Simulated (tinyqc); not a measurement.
What moves the results: model-solid line-up of a strained alloy layer on a substrate. A value that a table varies takes the place of the one given here.

All values of the alloy are linear in x but the gap, Eg(x) = (1 - x) Eg_A + x Eg_B - C x (1 - x), and the valence edge, Ev(x) = (1 - x) Ev_A + x Ev_B + fv C x (1 - x); Ec = Ev + Eg. Ev is the top of the unstrained valence band on a scale common to all materials. In the layer only the Gamma valley of the conduction band is followed, also where an X or L valley would lie lower.

Coherent growth on a (001) face: e_par = (a_s - a)/a, e_perp = -2 (C12/C11) e_par; exx = eyy = e_par, ezz = e_perp, no shear.

Strained edges: Ec + ac tr(e); the valence edges are Ev plus the levels of the 6 x 6 matrix of X, Y, Z times spin with -Dso/3 + l exx + m (eyy + ezz) on the diagonal (cyclic), n exy off it, l = av + 2 b, m = av - b, n = sqrt(3) d. Spin-orbit term (Dso/3) L.sigma on X, Y, Z with (L_k)_ij = -i epsilon_kij: <X+|H|Y+> = -i Dso/3, <X+|H|Z-> = Dso/3, <Y+|H|Z-> = -i Dso/3, <Z+|H|X-> = -Dso/3, <Z+|H|Y-> = i Dso/3, <X-|H|Y-> = i Dso/3, and their conjugates; + and - are the spin along z.

dEc = Ec(substrate) - Ec(layer), dEv = Ev(layer) - Ev(substrate); positive values confine the carrier in the layer. Type I: both of one sign; type II: opposite signs; type III: the gaps do not overlap.

Coherent growth: e_par = (a_s - a)/a. (001): e_perp = -2 (C12/C11) e_par; exx = eyy = e_par, ezz = e_perp, no shear. (111): e_perp = -(2 C11 + 4 C12 - 4 C44)/(C11 + 2 C12 + 4 C44) e_par; exx = eyy = ezz = (2 e_par + e_perp)/3 and exy = eyz = ezx = (e_perp - e_par)/3. (110): e_perp = -(C11 + 3 C12 - 2 C44)/(C11 + C12 + 2 C44) e_par; exx = eyy = (e_par + e_perp)/2, ezz = e_par, exy = (e_perp - e_par)/2, eyz = ezx = 0.

Parameters, chosen for this exercise (A near AlAs, B near InAs, substrate near InAs; shifted at random, so the results belong to these values and not to a real crystal):

| symbol | value | unit | meaning |
|---|---|---|---|
| a | (5.663, 6.053) | angstrom | lattice constant of A, B |
| Eg | (3.13, 0.412) | eV | gap at Gamma to the s-like level of A, B |
| Dso | (0.279, 0.396) | eV | spin-orbit splitting of A, B |
| Ev | (-1.33, -0.59) | eV | top of the unstrained valence band of A, B |
| ac | (-5.65, -5.02) | eV | conduction deformation potential of A, B |
| av | (2.46, 0.99) | eV | valence hydrostatic potential of A, B |
| b | (-2.29, -1.8) | eV | tetragonal shear potential of A, B |
| d | (-3.38, -3.65) | eV | trigonal shear potential of A, B |
| C11 | (123.5, 82.4) | GPa | of A, B |
| C12 | (52.6, 45.6) | GPa | of A, B |
| C44 | (53.8, 39.7) | GPa | of A, B |
| C | 0.598 | eV | bowing of the gap |
| fv | 0.3 |  | share of the bowing taken by the valence edge |
| a_s | 6.053 | angstrom | substrate |
| Eg_s | 0.412 | eV | lowest gap of the substrate |
| Ev_s | -0.59 | eV | substrate valence edge |
| face | 001 |  | growth face |
| x | 0.85 |  | fraction of B |

## Composition against offsets

Each composition is strained to the same substrate.

Results:

| x | e_par (%) | relaxed gap (eV) | strained gap (eV) | valence splitting (meV) | dEc (eV) | dEv (eV) | type |
|---|---|---|---|---|---|---|---|
| 0.55 | 2.99 | 1.487 | 1.099 | 292 | -0.623 | -0.064 | I |
| 0.61 | 2.58 | 1.330 | 1.007 | 245 | -0.534 | -0.061 | I |
| 0.67 | 2.17 | 1.177 | 0.915 | 201 | -0.446 | -0.057 | I |
| 0.73 | 1.77 | 1.028 | 0.824 | 159 | -0.361 | -0.050 | I |
| 0.80 | 1.31 | 0.860 | 0.717 | 113 | -0.264 | -0.041 | I |
| 0.86 | 0.91 | 0.721 | 0.626 | 76 | -0.183 | -0.031 | I |
| 0.92 | 0.52 | 0.585 | 0.534 | 42 | -0.103 | -0.019 | I |
| 0.98 | 0.13 | 0.455 | 0.443 | 10 | -0.026 | -0.005 | I |

The layer stays under tension over this range. The strained gap runs from 1.099 to 0.443 eV, against 1.487 to 0.455 eV for the relaxed alloy: strain takes back part of the change that the composition makes. Strains above 2 % can be kept only in layers of a few nanometres. The line-up is type I throughout, with the layer as the barrier. Offsets below about 50 meV are within the spread of parameter sets, so those rows do not settle the type. Where the alloy is indirect its X or L edge, left out, lies lower and sets the real gap and dEc.

## The same layer on three faces

Composition and substrate are kept.

Results:

| face | e_perp (%) | tr(e) (%) | shift of Ec (meV) | shift of Ev (meV) | valence splitting (meV) | gap (eV) |
|---|---|---|---|---|---|---|
| (001) | -1.028 | 0.924 | -47.2 | 55.4 | 81.8 | 0.6408 |
| (111) | -0.549 | 1.403 | -71.7 | 53.6 | 68.4 | 0.6181 |
| (110) | -0.646 | 1.306 | -66.8 | 54.0 | 71.1 | 0.6227 |

The layer yields most along the normal on (001) and least on (111), so the volume change, and with it the shift of Ec, is largest on (111). The valence splitting, set by b on (001), by d on (111) and by both on (110), is largest on (001). The gaps span 23 meV, from (111) to (001).

## What each parameter does

Strained gap, valence splitting and offsets. Each row changes one parameter from the base and keeps the others.

Results:

| case | gap (eV) | splitting (meV) | dEc (eV) | dEv (eV) |
|---|---|---|---|---|
| base | 0.6408 | 81.8 | -0.1961 | -0.0327 |
| x = 0.87 | 0.6104 | 69.9 | -0.1693 | -0.0291 |
| a_s = 6.033 angstrom | 0.6773 | 52.4 | -0.2122 | -0.0531 |
| C = 0.698 eV | 0.6281 | 81.8 | -0.1872 | -0.0289 |
| fv = 0.5 | 0.6408 | 81.8 | -0.2113 | -0.0175 |
| Ev_s = -0.54 eV | 0.6408 | 81.8 | -0.1461 | -0.0827 |
| ac = (-6.498, -5.773) eV | 0.6337 | 81.8 | -0.1890 | -0.0327 |
| b = (-2.633, -2.07) eV | 0.6332 | 95.0 | -0.1961 | -0.0251 |
| Dso = (0.321, 0.455) eV | 0.6416 | 81.0 | -0.1961 | -0.0335 |

The largest shifts from the base row, up to three for each result and ties (the steps differ in size, so this ranks the rows, not the parameters). gap (eV): a_s +0.0365, x -0.0304, C -0.0128; unchanged at the printed digits by fv and Ev_s. splitting (meV): a_s -29.3, b +13.3, x -11.9; unchanged at the printed digits by C, fv, Ev_s and ac. dEc (eV): Ev_s +0.0500, x +0.0268, a_s -0.0162; unchanged at the printed digits by b and Dso. dEv (eV): Ev_s -0.0500, a_s -0.0203, fv +0.0152; unchanged at the printed digits by ac.

tinyqc: `OMP_NUM_THREADS=1 python tinyqc.py 1080302 1080303 out.jsonl`; about 0.01 s, one thread, shared Intel(R) Xeon(R) Processor @ 2.30GHz.
